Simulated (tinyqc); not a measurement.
Gain spectrum: optical gain and spontaneous emission in a bulk direct-gap semiconductor.

Parabolic bands, vertical transitions, no excitons. For each hole band j: mr = me mj/(me + mj); joint density of states J_j(E) = (mr/c)^(3/2) sqrt(E - Eg)/(2 pi^2), both spins, c = hbar^2/2m0; averaged matrix element |e.p|^2 = m0 Ep/6; alpha_j(E) = 4 pi^2 alpha_f c Ep J_j/(3 nr E) in 1/angstrom (alpha_f the fine-structure constant, listed as alpha among the constants), times 1e8 for 1/cm.

F_j(eta) = (1/Gamma(j + 1)) integral_0^infinity x^j dx/(1 + exp(x - eta)), which tends to exp(eta) for eta << 0.

Quasi-Fermi levels: n = Nc F_1/2(Fc/kT) and p = Nv F_1/2(Fv/kT), Fc counted up from the conduction edge and Fv down from the valence edge; Nc, Nv from N = 2 (m kB T/(4 pi c))^(3/2) with c = hbar^2/2m0, in 1/angstrom^3; times 1e24 for 1/cm^3, with me and (mhh^(3/2) + mlh^(3/2))^(2/3).

For band j the electron sits at Ee = (E - Eg) mr/me above its edge and the hole at Eh = (E - Eg) mr/mj; fe = 1/(1 + exp((Ee - Fc)/kT)), fh = 1/(1 + exp((Eh - Fv)/kT)); gain g = sum_j alpha_j (fe + fh - 1).

Constants: hbar^2/2m0 = 3.80998211 eV angstrom^2; fine-structure constant alpha = 0.007297352564; kB = 8.617333262e-05 eV/K.

Inputs chosen for the exercise (near those of InGaAs; shifted at random, so the results belong to these values and not to a real crystal):
- Eg = 0.761 eV (direct gap)
- me = 0.0424 m0 (electron mass)
- mhh = 0.474 m0 (heavy-hole mass)
- mlh = 0.0508 m0 (light-hole mass)
- Ep = 22.8 eV (Kane energy)
- nr = 3.57 (refractive index)
- T = 200 K
- n = 1.4e+18 1/cm^3 (injected density, n = p)

At the density n.

Spectrum:
```
E - Eg (eV)  alpha, empty (1/cm)  fe, heavy  fh, heavy  g (1/cm)
0.005                       1644      0.997      0.248       393
0.010                       2310      0.996      0.244       527
0.020                       3226      0.994      0.235       669
0.030                       3901      0.989      0.226       732
0.045                       4688      0.976      0.214       736
0.060                       5315      0.948      0.202       633
0.080                       5991      0.864      0.187       233
0.100                       6543      0.686      0.173      -686
0.170                       7889      0.050      0.131     -5231
0.220                       8517      0.004      0.106     -7075
```

Give the missing row, E - Eg (eV) = 0.130.

Computed row:
```
E - Eg (eV)  alpha, empty (1/cm)  fe, heavy  fh, heavy  g (1/cm)
0.130                       7209      0.306      0.154     -2916
```

Fc + Fv = 0.0865 eV

g is positive below E - Eg = 0.0865 eV; the largest value listed is 736 1/cm at 0.045 eV. At 0.220 eV above the gap g is -0.83 times the absorption of the empty crystal, whose limit is -1.

Program tinyqc; command `OMP_NUM_THREADS=1 python tinyqc.py 1682011 1682012 out.jsonl`; about 0.08 s on one thread of a shared Intel(R) Xeon(R) Processor @ 2.30GHz.
